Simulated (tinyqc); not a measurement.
Non-radiative capture by multiphonon emission, one effective mode: one step, computed by the program tinyqc.

The initial state (free carrier plus empty centre) lies dE above the final state; both have the same frequency and are displaced by dQ.

Task: Scaled coefficient, cross-section and lifetime. Sommerfeld factor of a repulsive centre: s(k) = 2 pi nu/(exp(2 pi nu) - 1), nu = sqrt(Ry*/E), Ry* = Ry m/eps^2, averaged over (2/sqrt(pi)) sqrt(x) exp(-x) dx with x = E/k_B T = t^2 (trapezoid, t to 6 in steps of 0.01). C = s C_0; v = sqrt(3 k_B T/m); sigma = C/v; tau = 1/(C N_t).

Inputs (values chosen for the exercise, with mass, screening and phonons like those of GaAs):
```
quantity                  value   unit
carrier mass m           0.0693    m_0
dielectric constant eps    12.7      -
temperature T                77      K
defect density N_t        4e+15  cm^-3
```

Centre: repulsive.

C_0 = 6.283039e-08 cm^3/s

Constants: Ry = 13.605693123 eV; k_B = 8.617333262e-05 eV/K; k_B = 1.380649e-23 J/K; m_0 = 9.1093837015e-31 kg.

Give: Sommerfeld factor s; capture coefficient C; thermal velocity v; cross-section sigma; capture time.

Result:

Sommerfeld factor s = 0.045041

capture coefficient C = 2.8299e-09 cm^3/s

thermal velocity v = 2.2477e+07 cm/s

cross-section sigma = 1.2590e-16 cm^2

capture time = 8.8341e-08 s
